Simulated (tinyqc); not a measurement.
Inside a calculation: complex band structure along [001] in sp3s* tight binding. Values are carried at full precision from step to step, so a last printed digit may differ when a step is redone from the rounded ones.

For k = (0, 0, kz) the phase sums are g0 = cos(phi) and g3 = i sin(phi), phi = kz a/4, and the s, pz, s* orbitals of anion (a) and cation (c) decouple from px, py. With z = exp(i phi), H(z) = H0 + z T + T^T/z for any complex z. H0 is diagonal (Esa, Epa, Exa, Esc, Epc, Exc). The anion-cation block is B(z) = z U + W/z and the cation-anion block z W^T + U^T/z, where U has Vss/2 (s,s), Vsapc/2 (s,z), -Vscpa/2 (z,s), Vxx/2 (z,z), Vxapc/2 (s*,z), -Vpaxc/2 (z,s*), and W has the same values with the s-z and s*-z signs reversed. |z| = 1 is a band state, |z| < 1 decays along [001] as exp(-kappa d) over a distance d, kappa = -(4/a) ln|z|. No spin-orbit coupling.

Parameters, chosen for this exercise (out of a larger set: near a published set for AlAs, fitted to gaps, whose masses and valley positions are rough (light masses up to twice too heavy); not measured data): p = (-7.477, 0.982, -1.149, 3.559, 7.424, 6.762, -6.707, 1.892, 4.284, 5.106, 5.501, 4.557, 4.946) eV (order Esa, Epa, Esc, Epc, Exa, Exc, Vss, Vxx, Vxy, Vsapc, Vscpa, Vxapc, Vpaxc); dE = 0.57 eV (E - Ev); a = 5.662 angstrom (lattice constant).

## The layer matrices

Parameters in the order Esa, Epa, Esc, Epc, Exa, Exc, Vss, Vxx, Vxy, Vsapc, Vscpa, Vxapc, Vpaxc. Form H0 and T.

diagonal of H0 (eV): sa -7.4770, za 0.9820, s*a 7.4240, sc -1.1490, zc 3.5590, s*c 6.7620

T (eV):
```
          sa      za      s*a       sc      zc      s*c
sa    0.0000  0.0000   0.0000  -3.3535  2.5530   0.0000
za    0.0000  0.0000   0.0000  -2.7505  0.9460  -2.4730
s*a   0.0000  0.0000   0.0000   0.0000  2.2785   0.0000
sc   -3.3535  2.7505   0.0000   0.0000  0.0000   0.0000
zc   -2.5530  0.9460  -2.2785   0.0000  0.0000   0.0000
s*c   0.0000  2.4730   0.0000   0.0000  0.0000   0.0000
```

## Edges at Gamma

At z = 1 the levels follow from the blocks [[Esa, Vss], [Vss, Esc]] and [[Epa, Vxx], [Vxx, Epc]]: Ev is the lower p root, and the direct gap ends at the lower of the upper roots.

Ev = -0.0186 eV
EG (direct gap) = 3.1214 eV

## Complex wave vectors at one energy in the gap

Solve det(H0 - E + z T + T^T/z) = 0 with E = Ev + dE, as the linear problem [[0, 1], [-T^T, E - H0]] x = z [[1, 0], [0, T]] x. Roots come as z, -z, 1/z and conjugates; list those with 0 < |z| < 1 and Re z, Im z >= 0, by falling |z|. Re kz = arg(z)/(pi/2) in units of 2 pi/a, kappa = -(4/a) ln|z|.

Decaying roots:

| Re z | Im z | \|z\| | Re kz (2 pi/a) | kappa (1/angstrom) |
|---|---|---|---|---|
| 0.8170 | 0.0000 | 0.8170 | 0.0000 | 0.1428 |
| 0.1552 | 0.3955 | 0.4249 | 0.7620 | 0.6047 |

The slowest root has kappa = 0.1428 1/angstrom at Re kz = 0.000: a purely imaginary k at Gamma. The probability falls by exp(-2 kappa d), a factor 17.4 over 1 nm.

## The px, py block

For px and py the determinant gives (E - Epa)(E - Epc) = Vxx^2 cos^2(phi) + Vxy^2 sin^2(phi). With phi = i kappa a/4 this is sinh^2(kappa a/4) = ((E - Epa)(E - Epc) - Vxx^2)/(Vxx^2 - Vxy^2), E = Ev + dE. Parameters in the order Esa, Epa, Esc, Epc, Exa, Exc, Vss, Vxx, Vxy, Vsapc, Vscpa, Vxapc, Vpaxc.

sinh^2(kappa a/4) = 0.15465
kappa of the heavy-hole branch = 0.2711 1/angstrom

This branch decays faster than the slowest root of the s-pz block (0.1428), by a factor 1.90 in kappa.

## Checks

- Largest distance of a level of the 6 x 6 block at kz = 0.37 (2 pi/a) from a level of the full matrix, against zero (eV): both 0.000000.

Program tinyqc; command `OMP_NUM_THREADS=1 python tinyqc.py 1451514 1451515 out.jsonl`; about 0.02 s on one thread of a shared Intel(R) Xeon(R) Processor @ 2.30GHz.
